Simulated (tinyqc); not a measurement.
Interface traps from C-V curves, high-low and Terman methods: one step of the calculation.

MOS capacitor on an n-type substrate; psi is the band bending, negative in depletion; only majority carriers are counted. At the bending psi the Fermi level lies y = xi - psi below the conduction edge at the surface, xi = Vt ln(Nc/Nd). Dit(y) = D0 + D1 exp(-y/E1); traps fill up to the Fermi level, follow the bias and a slow signal, and do not follow a fast one. V is the gate voltage from flat band.

Task. The curves. Cox = 3.9 eps0/EOT, LD = sqrt(eps0 eps_r Vt/(q Nd)), u = psi/Vt, Cd = (eps0 eps_r/(sqrt(2) LD)) |exp(u) - 1|/sqrt(exp(u) - u - 1). Ideal V0 = psi - sqrt(2) (eps0 eps_r Vt/LD) sqrt(exp(u) - u - 1)/Cox for psi < 0; the traps add dV = (q/Cox) times the integral of Dit from 0 to psi = (q/Cox) [D0 psi + D1 E1 exp(-xi/E1) (exp(psi/E1) - 1)]. 1/C_HF = 1/Cox + 1/Cd, 1/C_LF = 1/Cox + 1/(Cd + q Dit). Take n equally spaced psi from pa to pb.

Inputs (values chosen for the exercise); band and dielectric values close to those of silicon:
```
symbol,value,unit,meaning
T,300,K,temperature
eps_r,11.7,,relative permittivity
Nc,2.75e19,cm^-3,conduction-band density of states at T
Nd,2e17,cm^-3,donor density
EOT,4.5,nm,equivalent oxide thickness
D0,2.3e11,cm^-2 eV^-1,trap density far from the band edge
D1,4e12,cm^-2 eV^-1,band-tail density at the conduction edge
E1,0.07,eV,decay energy of the tail
n,9,,points
pa,-0.68,V,deepest band bending
pb,-0.039,V,shallowest band bending
```

Constants: q = 1.602176634e-19 C, kB = 1.380649e-23 J/K, Vt = kB T/q, eps0 = 8.8541878128e-14 F/cm where lengths are in cm. Results are converted to the units shown.

Give: psi; y; Dit; V0; V; C_HF; C_LF; Cox.

Result.

```
point  psi (V)  y (eV)  Dit (cm^-2 eV^-1)   V0 (V)    V (V)  C_HF (nF/cm^2)  C_LF (nF/cm^2)
0      -0.6800  0.8073           2.300e11  -0.9516  -0.9937           131.9           156.2
1      -0.5999  0.7272           2.301e11  -0.8543  -0.8926           139.2           163.0
2      -0.5198  0.6470           2.304e11  -0.7557  -0.7902           148.0           171.1
3      -0.4396  0.5669           2.312e11  -0.6556  -0.6862           158.8           181.3
4      -0.3595  0.4868           2.338e11  -0.5535  -0.5801           172.8           194.5
5      -0.2794  0.4067           2.420e11  -0.4484  -0.4712           191.9           212.9
6      -0.1993  0.3265           2.677e11  -0.3391  -0.3576           220.4           241.4
7      -0.1191  0.2464           3.484e11  -0.2218  -0.2353           270.2           292.6
8      -0.0390  0.1663           6.019e11  -0.0851  -0.0910           374.2           398.0
```

Cox = 767.4 nF/cm^2

At the deepest bending the traps stretch the gate voltage from -0.952 to -0.994 V.

Range of the model: Traps more than about 25 kB T below the conduction edge emit electrons too slowly to follow an ordinary sweep, so the deepest points are idealised.

tinyqc, about 0.01 s, one thread, Intel Xeon 2.30GHz (shared host): `OMP_NUM_THREADS=1 python tinyqc.py 2030107 2030108 out.jsonl`
